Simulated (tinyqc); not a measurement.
What moves the magnetoresistance: exchange-split free-electron bands and tunnelling magnetoresistance.

Majority and minority bands E = c k^2/m -/+ Dx/2, c = hbar^2/2m0, so k_up = sqrt(m (EF + Dx/2)/c), k_dn = sqrt(m (EF - Dx/2)/c); n_s = k_s^3/(6 pi^2), D_s = m k_s/(4 pi^2 c).

Barrier: kappa = sqrt(mb phi/c), c = hbar^2/2m0. With a = k1/m, b = k2/m, w = kappa/mb, the transmission at normal incidence is T(k1, k2) = 4 a b w^2/[w^2 (a + b)^2 + (w^2 + a^2)(w^2 + b^2) sinh^2(kappa d)]. Parallel: G_P = T(up, up) + T(dn, dn); antiparallel: G_AP = 2 T(up, dn); TMR = (G_P - G_AP)/G_AP. Julliere: TMR = 2 P^2/(1 - P^2). Slonczewski factor: P_eff = P_k (w^2 - a_up a_dn)/(w^2 + a_up a_dn), P_k = (k_up - k_dn)/(k_up + k_dn).

Constants: hbar^2/2m0 = 3.80998211 eV angstrom^2.

Inputs chosen for the exercise: EF = 2.93 eV (Fermi energy above the mean band bottom); Dx = 3.92 eV (exchange splitting); m = 0.9 m0 (mass in the electrodes); phi = 2.88 eV (barrier height above EF); mb = 0.68 m0 (mass in the barrier); d = 14 angstrom (barrier thickness).

All results formed anew.

Results for these values:
```
case     P_k   P_eff  TMR (%)       G_P
base  0.3837  0.1047     2.22  1.25e-08
```

What happens to each result for m = 1.08 m0, all else kept?

Answer: P_k does not change at the printed digits; P_eff rises from 0.1047 to 0.1362; TMR rises from 2.22 to 3.78; G_P falls from 1.25e-08 to 1.21e-08.

The same for each parameter in turn:
```
case                P_k   P_eff  TMR (%)       G_P
base             0.3837  0.1047     2.22  1.25e-08
Dx = 4.116 eV    0.4103  0.1201     2.93  1.22e-08
EF = 3.223 eV    0.3390  0.0667     0.89  1.32e-08
phi = 3.744 eV   0.3837  0.1494     4.57  7.10e-10
mb = 0.544 m0    0.3837  0.1430     4.17  9.95e-08
d = 16 angstrom  0.3837  0.1047     2.22  7.09e-10
m = 1.08 m0      0.3837  0.1362     3.78  1.21e-08
```

Run: tinyqc, `OMP_NUM_THREADS=1 python tinyqc.py 1650427 1650428 out.jsonl`; Intel(R) Xeon(R) Processor @ 2.30GHz, one thread, shared host; about 0.01 s of CPU time with all checks.
